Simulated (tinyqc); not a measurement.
# Metal gate on a two-layer dielectric stack with fixed charge and a dipole: flat band against the thickness t1

Gate, layer 2, layer 1, p-type semiconductor; x runs from the gate inwards. Charges are counted in units of +q. psi is the band bending at the surface, positive towards inversion. Classical charge, Boltzmann statistics, no interface traps.

EOT = 3.9 (t1/e1 + t2/e2), Cox = eps0/(t1/e1 + t2/e2); phi_ms = pM - (chi + Eg - Vt ln(Nv/Na)). Vfb = phi_ms + Vd - (q/eps0) [Q1 (t1/e1 + t2/e2) + Q2 t2/e2 + r1 (t1^2/(2 e1) + t1 t2/e2) + r2 t2^2/(2 e2)]: each charge counts with its electrical distance from the gate. ni = sqrt(Nc Nv) exp(-Eg/(2 Vt)), Eg in volts, pB = Vt ln(Na/ni), Vth = Vfb + 2 pB + sqrt(4 q eps0 eps_r Na pB)/Cox.

Values chosen for this exercise; band and dielectric values close to those of silicon, layer 1 close to silicon nitride, layer 2 close to aluminium oxide: temperature T = 250 K; band gap Eg = 1.13 eV; relative permittivity eps_r = 11.5; conduction-band density of states at T Nc = 2.09e19 cm^-3; valence-band density of states at T Nv = 2.02e19 cm^-3; electron affinity chi = 4.04 eV; acceptor density Na = 7.2e16 cm^-3; work function of the gate metal pM = 4.61 eV; relative permittivity of layer 1 e1 = 7.72; thickness of layer 2, next to the gate t2 = 1.6 nm; relative permittivity of layer 2 e2 = 9.35; fixed charge at the semiconductor interface Q1 = 6e11 cm^-2; fixed charge between the layers Q2 = 1.8e12 cm^-2; uniform charge density in layer 1 r1 = -1.8e18 cm^-3; uniform charge density in layer 2 r2 = -2.1e18 cm^-3; flat-band shift by a dipole layer between the layers Vd = 0.45 V.

Constants: q = 1.602176634e-19 C, kB = 1.380649e-23 J/K, Vt = kB T/q, eps0 = 8.8541878128e-14 F/cm where lengths are in cm. Results are converted to the units shown.

Result of one run:
```
EOT (nm)	Vfb (V)	Vth (V)
2.688	-0.05789	0.9408
```

Which thickness of layer 1, next to the semiconductor t1 gave this result: 0.5, 1.5, 2.5, 3.5 or 4 nm?

t1 = 4 nm.

The whole series:
```
t1 (nm)	EOT (nm)	Vfb (V)	Vth (V)
0.5	0.9200	-0.06140	0.8634
1	1.173	-0.06406	0.8713
1.5	1.425	-0.06567	0.8803
2	1.678	-0.06622	0.8903
2.5	1.930	-0.06572	0.9013
3	2.183	-0.06416	0.9135
3.5	2.436	-0.06155	0.9266
4	2.688	-0.05789	0.9408
```

Vfb goes from -0.0614 through a minimum of -0.0662 (at t1 = 2 nm among the rows listed) to -0.0579 V and Vth rises from 0.863 to 0.941 V. The slope dVfb/dEOT is -10.5 mV/nm between the first two rows and 14.5 between the last two: the charge inside the growing layer bends the line. A line through the end rows meets EOT = 0 at -0.0632 V, against phi_ms + Vd = 0.0114 V; an effective work function read from it is off by 375 mV from pM.

Program tinyqc, `OMP_NUM_THREADS=1 python tinyqc.py 2010165 2010166 out.jsonl`; Intel Xeon 2.30GHz, shared host, one thread, about 0.01 s.
